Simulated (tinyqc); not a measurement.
p-n diode with diffusion and depletion-layer recombination: one step of the calculation.

Abrupt junction in the depletion approximation, low injection, full ionisation, neutral widths fixed, ohmic contact on the p side. Vj is the junction voltage; where a series resistance Rs is given, V = Vj + J Rs is the terminal voltage.

Problem. Diffusion lengths and saturation currents. ni = sqrt(Nc Nv) exp(-Eg/(2 Vt)), Eg in volts; D = mu Vt; Ln = sqrt(Dn tn), Lp = sqrt(Dp tp); J0n = q ni^2 Dn coth(wp/Ln)/(Ln Na); J0p = (q ni^2 Dp/(Lp Nd)) (s + tanh(wn/Lp))/(1 + s tanh(wn/Lp)), s = Sp Lp/Dp.

Parameters, values chosen for the exercise; band and dielectric values close to those of 4H silicon carbide:

| symbol | value | unit | meaning |
|---|---|---|---|
| T | 325 | K | temperature |
| Eg | 3.22 | eV | band gap |
| Nc | 1.94e19 | cm^-3 | conduction-band density of states at T |
| Nv | 2.77e19 | cm^-3 | valence-band density of states at T |
| Na | 1e18 | cm^-3 | acceptor density |
| Nd | 1.1e15 | cm^-3 | donor density |
| mun | 200 | cm^2/(V s) | electron mobility in the p side |
| mup | 120 | cm^2/(V s) | hole mobility in the n side |
| tn | 4e-6 | s | electron lifetime |
| tp | 8e-7 | s | hole lifetime |
| wp | 7.9 | um | neutral width of the p side |
| wn | 2.1 | um | neutral width of the n side |
| Sp | 1e7 | cm/s | recombination velocity at the n contact |

Constants: q = 1.602176634e-19 C, kB = 1.380649e-23 J/K, Vt = kB T/q. Results are converted to the units shown.

Find: ni; Ln; Lp; J0n; J0p.

Solution.

ni = 2.5053e-6 cm^-3
Ln = 47.334 um
Lp = 16.397 um
J0n = 7.1959e-45 A/cm^2
J0p = 1.4687e-41 A/cm^2

wp/Ln = 0.17 and wn/Lp = 0.13; holes carry 100 % of the diffusion current.

tinyqc, about 0.01 s, one thread, Intel Xeon 2.30GHz (shared host): `OMP_NUM_THREADS=1 python tinyqc.py 2260065 2260066 out.jsonl`
